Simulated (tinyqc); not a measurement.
Capillary instabilities by surface diffusion: grooving and agglomeration of films, edge retraction, wire break-up and smoothing of roughness: one step, computed by the program tinyqc. Command: `OMP_NUM_THREADS=1 python tinyqc.py 3012983 3012984 out.jsonl dewet walk`. One thread of a shared host (Intel(R) Xeon(R) Processor @ 2.30GHz), about 0.01 s of CPU time with the checks.

Isotropic surface energy; shapes change by surface diffusion alone.

Problem. Will grooves cut through? Groove angle beta: sin(beta) = gamma_b/(2 gamma). For circular grains of radius R with spherical caps the groove ends (measured from the mean surface) at the depth R g(beta), g = (2 - 3 cos beta + cos^3 beta)/(3 sin^3 beta). The film parts if R g(beta_s) > h.

Inputs (values chosen for the exercise, of the order of those of a copper film): surface energy gamma_s = 1.68 J/m^2; grain-boundary energy gamma_b = 0.56 J/m^2; film thickness h = 27 nm; grain radius R = 130 nm.

Grooves: at the surface only.

Give: beta_s; sum of g; critical R/h; final depth over h.

Solution.

beta_s = 9.594 degrees

sum of g = 0.04206

critical R/h = 23.78

final depth over h = 0.2025

The grooves stop short by this estimate; triple junctions groove deeper and may still open.
